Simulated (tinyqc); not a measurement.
What moves the results: round or elliptic silicon nanowire with anisotropic valleys (Ritz method). A value that a table varies takes the place of the one given here.

Wire along x = [100] on a (001) wafer, y = [010], z = [001]. Valley groups, two valleys each (w = inverse masses): A, axis along z: w_y = 1/mt, w_z = 1/ml, m_x = mt; B, axis along y: w_y = 1/ml, w_z = 1/mt, m_x = mt; C, axis along x: w_y = w_z = 1/mt, m_x = ml.

Hard wall on the ellipse (y/a)^2 + (z/b)^2 = 1, c = hbar^2/2m0. With u = y/a, v = z/b the operator is -c [(w_y/a^2) d2/du2 + (w_z/b^2) d2/dv2] on the unit disc. Basis (1 - u^2 - v^2) u^i v^j; S, X and Y are the disc integrals of f f', (df/du)(df'/du) and (df/dv)(df'/dv), from the integral of u^p v^q = 2 Gamma((p+1)/2) Gamma((q+1)/2)/((p + q + 2) Gamma((p+q+2)/2)) for even p, q; H = c (w_y X/a^2 + w_z Y/b^2).

Converged values use 21 functions of each parity class (e or o in u, then in v).

Constants: hbar^2/2m0 = 3.80998211 eV angstrom^2.

Values chosen for the exercise (near those of a Si nanowire; the results hold for these values, not for the real material):
```
symbol  value                              unit      meaning
ml      0.912                              m0        longitudinal mass
mt      0.192                              m0        transverse mass
a       34                                 angstrom  semi-axis along y
b       39                                 angstrom  semi-axis along z
asp     (0.4, 0.6, 0.8, 1, 1.3, 1.8, 2.5)            ratios a/b
area    41.7                               nm^2      cross-section, kept fixed
hw      1                                            height over mean width
```

## Size of the basis

Lowest level of each group with 1, 3, 6 and 21 even functions.

Levels (meV):
```
functions      A      B      C
1          59.74  49.98  90.64
3          56.34  47.66  87.33
6          56.25  47.63  87.32
21         56.25  47.63  87.32
```

One function errs by 6.2 % for A, 4.9 % for B and 3.8 % for C, six by 0.00074, 0.00011 and 1.7e-05 meV. The error grows with the axis ratio of the stretched ellipse (2.50, 1.90, 1.15); for a circle it is 6/5.783 - 1 = 3.7 %.

## Flattening the wire at fixed area

a = sqrt(area x ratio/pi), b = a/ratio, 1 nm^2 = 100 angstrom^2; lowest level of each group.

Levels (eV):
```
a/b  a (angstrom)  b (angstrom)       A       B       C
0.4          23.0          57.6  0.1041  0.0400  0.1225
0.6          28.2          47.0  0.0741  0.0410  0.0973
0.8          32.6          40.7  0.0596  0.0456  0.0885
1.0          36.4          36.4  0.0515  0.0515  0.0865
1.3          41.5          32.0  0.0448  0.0613  0.0893
1.8          48.9          27.2  0.0404  0.0789  0.1009
2.5          57.6          23.0  0.0400  0.1041  0.1225
```

Each group is lowest where its stretched ellipse is a circle, at a/b = sqrt(w_y/w_z): 2.18 for A, 0.46 for B and 1.00 for C. The lowest group is B in the first row and A in the last, A and B crossing at a/b = 1 by symmetry; B - A is -64 meV in the first row and +64 meV in the last.

## Shape of the cross-section

Equal area, hard walls, lowest level of -c (w_y d2/dy2 + w_z d2/dz2), c = hbar^2/2m0. Rectangle W x H with H/W = hw; ellipse with b/a = hw; trapezoid of height H, base W/0.8 and top 0.6 of the base; isosceles triangle of height H and base 2W. Ellipse, trapezoid and triangle by converged Ritz bases; 1 nm^2 = 100 angstrom^2.

Levels:
```
shape      A (eV)  B (eV)  B - A (meV)
rectangle  0.0569  0.0569          0.0
ellipse    0.0515  0.0515          0.0
trapezoid  0.0559  0.0578          1.9
triangle   0.0504  0.0775         27.0
```

W = 64.6 angstrom
H = 64.6 angstrom

For group A the order is triangle, ellipse, trapezoid, rectangle, spanning 13 %. For group B the order is ellipse, rectangle, trapezoid, triangle, spanning 51 %. The ellipse lies below the rectangle for both groups, since corners hold little of the wave function. The triangle is lowest for A, whose light mass lies across the width and gains from the wide base. The spacing B - A of the valley groups runs from 0 to 27 meV.

## What each parameter does

Lowest level of groups A and B. Each row changes one parameter from the base and keeps the others.

Results:
```
case             A (eV)  B (eV)  B - A (meV)
base             0.0563  0.0476         -8.6
a = 32 angstrom  0.0623  0.0491        -13.2
b = 37 angstrom  0.0573  0.0517         -5.6
ml = 1.021 m0    0.0553  0.0464         -8.8
mt = 0.211 m0    0.0520  0.0443         -7.7
```

The largest shifts from the base row, up to three for each result and ties (the steps differ in size, so this ranks the rows, not the parameters). A (eV): a +0.0061, mt -0.0042, b +0.0010, ml -0.0010. B (eV): b +0.0040, mt -0.0033, a +0.0014. B - A (meV): a -4.6, b +3.0, mt +1.0.

Run: tinyqc, `OMP_NUM_THREADS=1 python tinyqc.py 1282225 1282226 out.jsonl`; Intel(R) Xeon(R) Processor @ 2.30GHz, one thread, shared host; about 0.08 s of CPU time with all checks.
